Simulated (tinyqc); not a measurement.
Inside a calculation. Model: millisecond and nanosecond annealing: surface heating, thermal budget and solid-phase regrowth. Computed by tinyqc, a small Python program that keeps every step. Command: `OMP_NUM_THREADS=1 python tinyqc.py 3027535 3027536 out.jsonl flash walk`. One thread of a shared host (Intel(R) Xeon(R) Processor @ 2.30GHz), about 0.02 s of CPU time with the checks. Intermediate numbers are printed to about 7 digits and carried at full precision; extremes and crossings named in words are read from the listed rows.

A square pulse heats the surface of a thick wafer with constant thermal properties; losses by radiation are neglected and silicon melts at 1414 C.

Inputs (values chosen for the exercise, modelled on hot silicon with arsenic):
```
quantity                      value        unit
incident fluence               70.3      J/cm^2
pulse length t_p             0.0065           s
reflectance R                  0.49           -
thermal conductivity k          0.3    W/(cm K)
heat capacity per volume c     2.19  J/(cm^3 K)
preheat temperature T0          700           C
wafer thickness d               775          um
dopant prefactor D0            9.74      cm^2/s
dopant activation energy E        4          eV
regrowth prefactor v0       5.7e+08        cm/s
regrowth energy E_v             2.7          eV
amorphous layer                 7.9          nm
```

Source: flash lamp.

Constants: k_B = 8.617333262e-05 eV/K.

## Peak temperature

Absorbed flux q = (1 - R) fluence/t_p; kappa = k/c. With f(z, t) = (2 q/k) sqrt(kappa t) ierfc(z/(2 sqrt(kappa t))), ierfc(x) = exp(-x^2)/sqrt(pi) - x erfc(x): T = T0 + f(z, t) during the pulse and T0 + f(z, t) - f(z, t - t_p) after it. At the surface the rise at the end of the pulse is 2 q sqrt(t_p/(pi k c)); the fluence that just melts the surface scales with (1414 - T0).

absorbed flux q = 5515.846 W/cm^2

kappa = 0.1369863 cm^2/s

thermal length sqrt(kappa t_p) = 298.3975 um

peak temperature = 1319.072 C

fluence at the melting threshold = 81.07974 J/cm^2

The heated layer is 39 % of the wafer thickness. Caution: heat reaches the back of the wafer, which is no longer thick.

## Temperature in depth and time

The formulas are those given above.

Temperature (C):
```
t/t_p   surface  z = 0.5 thermal lengths     z = 1     z = 2
0.10    895.768                  732.489  702.1631  700.0004
0.25   1009.536                  809.531  727.5716  700.5366
0.50   1137.750                  917.038  791.4201  709.3166
0.75   1236.132                 1005.880  856.9006  728.8845
1.00   1319.072                 1083.047  919.0617  755.1431
1.10   1153.520                 1079.026  940.7069  766.7922
1.50   1020.455                  998.223  941.1178  807.6005
2.00    956.428                  945.352  915.0134  827.6971
4.00    865.880                  862.914  854.3331  824.3221
10.00   800.462                  799.802  797.8488  790.4115
```

One tenth of a pulse length after the end the surface has lost 166 C: cooling starts as sqrt(t - t_p), much faster than heating ends.

## Thermal budget

Temperatures in kelvin are T(C) + 273.15. Integrate exp(-E/(k_B T(t))) at the surface from 0 to 10 t_p (Gauss-Legendre, 60 points in sqrt(t) up to t_p and 60 in sqrt(t - t_p) after it). (Dt) = D0 x integral with E; regrowth = v0 x integral with E_v; effective time = integral/exp(-E/(k_B T_peak)).

budget (Dt) = 2.350584e-15 cm^2

diffusion length 2 sqrt(Dt) = 0.9696564 nm

effective time over t_p = 0.1700970

possible regrowth = 26972.91 nm

Only 17.0 % of the pulse counts at the peak; the estimate 2 k_B T_peak^2/(E (T_peak - T0)) gives 17.6 %. The amorphous layer of 7.9 nm regrows fully. Caution: equilibrium diffusivities are used; implant damage enhances diffusion, and k and c vary with temperature. Caution: the peak lies above 1150 C, and amorphous silicon melts some 200 to 250 K below the crystal, so a layer that has not regrown before the peak may melt instead. Caution: at this preheat temperature the layer would already regrow within five seconds or less before the pulse.

## Same peak temperature, different pulse lengths

For each t_p the flux is set so that the peak temperature stays the same: q sqrt(t_p) is fixed.

Pulses:
```
t_p (s)   fluence (J/cm^2)    q (W/cm^2)  thermal length (um)  2 sqrt(Dt) (nm)  regrowth (nm)
1.00e-07      2.757393e-01  1.406270e+06         1.170411e+00     3.803305e-03   4.149678e-01
1.00e-06      8.719642e-01  4.447017e+05         3.701166e+00     1.202711e-02   4.149678e+00
1.00e-05      2.757393e+00  1.406270e+05         1.170411e+01     3.803305e-02   4.149678e+01
1.00e-04      8.719642e+00  4.447017e+04         3.701166e+01     1.202711e-01   4.149678e+02
3.00e-04      1.510286e+01  2.567487e+04         6.410608e+01     2.083156e-01   1.244904e+03
1.00e-03      2.757393e+01  1.406270e+04         1.170411e+02     3.803305e-01   4.149678e+03
3.00e-03      4.775945e+01  8.119106e+03         2.027212e+02     6.587518e-01   1.244904e+04
1.00e-02      8.719642e+01  4.447017e+03         3.701166e+02     1.202711e+00   4.149678e+04
```

Fluence and diffusion length grow as sqrt(t_p), regrowth as t_p. The layer of 7.9 nm regrows from t_p = 1e-05 s on among these rows, at a diffusion length of 0.038 nm. Caution: amorphous silicon melts some 200 to 250 K below the crystal, which matters for the short pulses that reach the peak before regrowth. Caution: the shortest pulses need a source absorbed within their thermal length, and the longest also heat the back of the wafer, which the thick-wafer formula leaves out. Caution: seconds at the preheat temperature would regrow the layer before any pulse.

Checks made by the program: heat stored at the end of the pulse against the absorbed fluence (relative difference below 1e-10).
